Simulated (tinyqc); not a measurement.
Inside a calculation. Method: UHF in the sto-3g basis, for BeH+, spin multiplicity 1. One step of it, computed by the program tinyqc.

Question. Iteration 1: building the Fock matrix. J_ij = sum D_kl (ij|kl) with D = D(alpha) + D(beta), K_ij = sum D_kl (ik|jl) for each spin; F = H + J - K(s); E = tr D H + tr D J / 2 - 0.5 sum_s tr D(s) K(s) + E_nn.

D(alpha) at the start:
```
            1Be 1s     1Be 2s    1Be 2px    1Be 2py    1Be 2pz      2H 1s
1Be 1s    0.983254   0.024341   0.006115  -0.067467  -0.033407  -0.054022
1Be 2s    0.024341   0.069264  -0.015000   0.165500   0.092646   0.104417
1Be 2px   0.006115  -0.015000   0.003381  -0.037308  -0.020834  -0.023672
1Be 2py  -0.067467   0.165500  -0.037308   0.411635   0.229870   0.261185
1Be 2pz  -0.033407   0.092646  -0.020834   0.229870   0.128385   0.145805
2H 1s    -0.054022   0.104417  -0.023672   0.261185   0.145805   0.165853
```

D(beta) at the start:
```
            1Be 1s     1Be 2s    1Be 2px    1Be 2py    1Be 2pz      2H 1s
1Be 1s    0.983254   0.024341  -0.006115   0.067467  -0.033407  -0.054022
1Be 2s    0.024341   0.069264   0.015000  -0.165500   0.092646   0.104417
1Be 2px  -0.006115   0.015000   0.003381  -0.037308   0.020834   0.023672
1Be 2py   0.067467  -0.165500  -0.037308   0.411635  -0.229870  -0.261185
1Be 2pz  -0.033407   0.092646   0.020834  -0.229870   0.128385   0.145805
2H 1s    -0.054022   0.104417   0.023672  -0.261185   0.145805   0.165853
```

core Hamiltonian H = T + V (hartree):
```
            1Be 1s     1Be 2s    1Be 2px    1Be 2py    1Be 2pz      2H 1s
1Be 1s   -8.233330  -2.027296   0.000000   0.000000  -0.015479  -0.438521
1Be 2s   -2.027296  -2.450647   0.000000   0.000000  -0.135972  -1.044512
1Be 2px   0.000000   0.000000  -1.947836   0.000000   0.000000   0.000000
1Be 2py   0.000000   0.000000   0.000000  -1.947836   0.000000   0.000000
1Be 2pz  -0.015479  -0.135972   0.000000   0.000000  -2.052541  -1.120785
2H 1s    -0.438521  -1.044512   0.000000   0.000000  -1.120785  -1.923935
```

Two-electron integrals (ij|kl) in chemists' order, unique and non-zero (hartree):
```
(11|11) 2.298831   (21|11) 0.392036   (21|21) 0.079539   (22|11) 0.570988
(22|21) 0.143041   (22|22) 0.417683   (31|31) 0.014607   (32|31) 0.021888
(32|32) 0.092265   (33|11) 0.569578   (33|21) 0.143083   (33|22) 0.417589
(33|33) 0.449859   (41|41) 0.014607   (42|41) 0.021888   (42|42) 0.092265
(43|43) 0.024249   (44|11) 0.569578   (44|21) 0.143083   (44|22) 0.417589
(44|33) 0.401360   (44|44) 0.449859   (51|51) 0.014607   (52|51) 0.021888
(52|52) 0.092265   (53|53) 0.024249   (54|54) 0.024249   (55|11) 0.569578
(55|21) 0.143083   (55|22) 0.417589   (55|33) 0.401360   (55|44) 0.401360
(55|55) 0.449859   (61|11) 0.082307   (61|21) 0.016690   (61|22) 0.030263
(61|33) 0.030047   (61|44) 0.030047   (61|51) 0.001481   (61|52) 0.002789
(61|55) 0.030710   (61|61) 0.003674   (62|11) 0.197458   (62|21) 0.050178
(62|22) 0.159333   (62|33) 0.153319   (62|44) 0.153319   (62|51) 0.006577
(62|52) 0.040127   (62|55) 0.171218   (62|61) 0.011647   (62|62) 0.090022
(63|31) 0.004637   (63|32) 0.021627   (63|53) 0.006972   (63|63) 0.008342
(64|41) 0.004637   (64|42) 0.021627   (64|54) 0.006972   (64|64) 0.008342
(65|11) 0.211077   (65|21) 0.054300   (65|22) 0.180837   (65|33) 0.170119
(65|44) 0.170119   (65|51) 0.010696   (65|52) 0.062480   (65|55) 0.202091
(65|61) 0.013180   (65|62) 0.116282   (65|65) 0.155201   (66|11) 0.363980
(66|21) 0.094169   (66|22) 0.334904   (66|33) 0.310619   (66|44) 0.310619
(66|51) 0.014572   (66|52) 0.114451   (66|55) 0.383209   (66|61) 0.022444
(66|62) 0.239685   (66|65) 0.328880   (66|66) 0.774606
```

nuclear repulsion = 1.46485041 hartree

Give: Coulomb J; exchange K(alpha); exchange K(beta); F(alpha); F(beta); total energy of this density.

Answer.

Coulomb J (hartree):
```
         1Be 1s  1Be 2s  1Be 2px  1Be 2py  1Be 2pz   2H 1s
1Be 1s   5.5655  1.0343   0.0000   0.0000   0.0197  0.2205
1Be 2s   1.0343  1.9250   0.0000   0.0000   0.1218  0.7829
1Be 2px  0.0000  0.0000   1.8882  -0.0036   0.0000  0.0000
1Be 2py  0.0000  0.0000  -0.0036   1.9278   0.0000  0.0000
1Be 2pz  0.0197  0.1218   0.0000   0.0000   1.9504  0.9056
2H 1s    0.2205  0.7829   0.0000   0.0000   0.9056  1.7120
```

exchange K(alpha) (hartree):
```
          1Be 1s   1Be 2s  1Be 2px  1Be 2py  1Be 2pz    2H 1s
1Be 1s    2.2885   0.4232   0.0003  -0.0031  -0.0015   0.0904
1Be 2s    0.4232   0.2187  -0.0108   0.1189   0.1149   0.1770
1Be 2px   0.0003  -0.0108   0.0439  -0.0159  -0.0131  -0.0137
1Be 2py  -0.0031   0.1189  -0.0159   0.2176   0.1441   0.1506
1Be 2pz  -0.0015   0.1149  -0.0131   0.1441   0.1862   0.2092
2H 1s     0.0904   0.1770  -0.0137   0.1506   0.2092   0.3265
```

exchange K(beta) (hartree):
```
          1Be 1s   1Be 2s  1Be 2px  1Be 2py  1Be 2pz    2H 1s
1Be 1s    2.2885   0.4232  -0.0003   0.0031  -0.0015   0.0904
1Be 2s    0.4232   0.2187   0.0108  -0.1189   0.1149   0.1770
1Be 2px  -0.0003   0.0108   0.0439  -0.0159   0.0131   0.0137
1Be 2py   0.0031  -0.1189  -0.0159   0.2176  -0.1441  -0.1506
1Be 2pz  -0.0015   0.1149   0.0131  -0.1441   0.1862   0.2092
2H 1s     0.0904   0.1770   0.0137  -0.1506   0.2092   0.3265
```

F(alpha) (hartree):
```
          1Be 1s   1Be 2s  1Be 2px  1Be 2py  1Be 2pz    2H 1s
1Be 1s   -4.9563  -1.4163  -0.0003   0.0031   0.0057  -0.3084
1Be 2s   -1.4163  -0.7443   0.0108  -0.1189  -0.1290  -0.4386
1Be 2px  -0.0003   0.0108  -0.1035   0.0123   0.0131   0.0137
1Be 2py   0.0031  -0.1189   0.0123  -0.2377  -0.1441  -0.1506
1Be 2pz   0.0057  -0.1290   0.0131  -0.1441  -0.2884  -0.4244
2H 1s    -0.3084  -0.4386   0.0137  -0.1506  -0.4244  -0.5384
```

F(beta) (hartree):
```
          1Be 1s   1Be 2s  1Be 2px  1Be 2py  1Be 2pz    2H 1s
1Be 1s   -4.9563  -1.4163   0.0003  -0.0031   0.0057  -0.3084
1Be 2s   -1.4163  -0.7443  -0.0108   0.1189  -0.1290  -0.4386
1Be 2px   0.0003  -0.0108  -0.1035   0.0123  -0.0131  -0.0137
1Be 2py  -0.0031   0.1189   0.0123  -0.2377   0.1441   0.1506
1Be 2pz   0.0057  -0.1290  -0.0131   0.1441  -0.2884  -0.4244
2H 1s    -0.3084  -0.4386  -0.0137   0.1506  -0.4244  -0.5384
```

total energy of this density = -14.423608 hartree
